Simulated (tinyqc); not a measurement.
# From coverage theta back to sticking coefficient s

Model: ion-assisted plasma etching: sheath, surface coverage, synergy and aspect-ratio dependence. Computed by tinyqc, a small Python program. Command: `OMP_NUM_THREADS=1 python tinyqc.py 3019225 3019226 out.jsonl etch inv`. One thread of a shared host (Intel(R) Xeon(R) Processor @ 2.30GHz), about 0.01 s of CPU time with the checks.

Radicals adsorb on bare sites; ions remove covered sites with a high yield and bare sites by sputtering; a slow spontaneous reaction acts everywhere, walls included.

Inputs (values chosen for the exercise, close to those used for silicon in a halogen plasma):

| quantity | value | unit |
|---|---|---|
| plasma density n_e | 5e+10 | 1/cm^3 |
| electron temperature T_e | 4.9 | eV |
| ion mass M_i | 80 | u |
| sheath voltage V | 120 | V |
| radical density n | 1.1e+13 | 1/cm^3 |
| radical mass M_n | 80 | u |
| gas temperature T_g | 350 | K |
| radicals per removed unit x | 2 | - |
| yield slope b | 0.12 | eV^(-1/2) |
| threshold E_th | 25 | eV |
| sputter slope b_p | 0.025 | eV^(-1/2) |
| sputter threshold E_p | 35 | eV |
| spontaneous reaction probability k_c | 0.001 | - |
| solid density N | 5e+22 | 1/cm^3 |
| ion temperature T_i | 0.23 | eV |

Feature: round hole.

Constants: e = 1.602176634e-19 C; u = 1.6605390666e-27 kg; k_B = 1.380649e-23 J/K; eps_0 = 8.8541878128e-12 F/m.

Method:
- Bohm speed u_B = sqrt(e T_e/M_i); ion flux G_i = 0.61 n_e u_B; radical flux G_n = n c/4 with c = sqrt(8 k_B T_g/(pi M_n)).
- Debye length lambda_D = sqrt(eps_0 T_e/(e n_s)) with n_s = 0.61 n_e, T_e in volts; Child-law sheath d = (sqrt2/3) lambda_D (2 V/T_e)^(3/4); ion energy E = V + T_e/2; angular spread = arctan(sqrt(T_i/E)).
- Yields: Y = b (sqrt(E) - sqrt(E_th)) on covered sites, Y_p = b_p (sqrt(E) - sqrt(E_p)) on bare ones (zero below threshold).
- Steady coverage: s G_n (1 - theta) = x Y G_i theta; removal flux = Y G_i theta + Y_p G_i (1 - theta) + k_c G_n; rate = flux/N, 1 cm/s = 6e8 nm/min.
- Lateral rate = k_c G_n/N; anisotropy = 1 - lateral/vertical; synergy = vertical/(ions alone + radicals alone), with ions alone Y_p G_i/N and radicals alone the lateral rate.

Task: A run gave the result below. Find the sticking coefficient s, known to lie between 0.041 and 0.11.

coverage theta = 0.3119502

Result:

Each step takes the trial c = (a f_b - b f_a)/(f_b - f_a), f being the result less the target and a, b, c the logarithms of the listed values; c replaces end b, the old b replaces a if the sign of f changed, and otherwise f_a is halved.

Scan of the range:

| sticking coefficient s | coverage theta |
|---|---|
| 0.0410 | 0.241228 |
| 0.0483 | 0.272475 |
| 0.0570 | 0.306511 |
| 0.0672 | 0.342571 |
| 0.0792 | 0.380470 |
| 0.0933 | 0.419772 |
| 0.1100 | 0.460321 |

False position (Illinois rule, in the logarithm of the input) inside the bracket:

| step | end a | end b | trial | coverage theta |
|---|---|---|---|---|
| 1 | 0.0570000 | 0.0672000 | 0.0584330 | 0.311814 |
| 2 | 0.0672000 | 0.0584330 | 0.0584691 | 0.311947 |
| 3 | 0.0672000 | 0.0584691 | 0.0584709 | 0.311953 |
| 4 | 0.0584691 | 0.0584709 | 0.0584700 | 0.311950 |

Coverage theta rises at every point of a 13-point scan of the range (every second point is shown), so one value fits; it is bracketed by 0.0570 and 0.0672. Answer: sticking coefficient s = 0.05847.
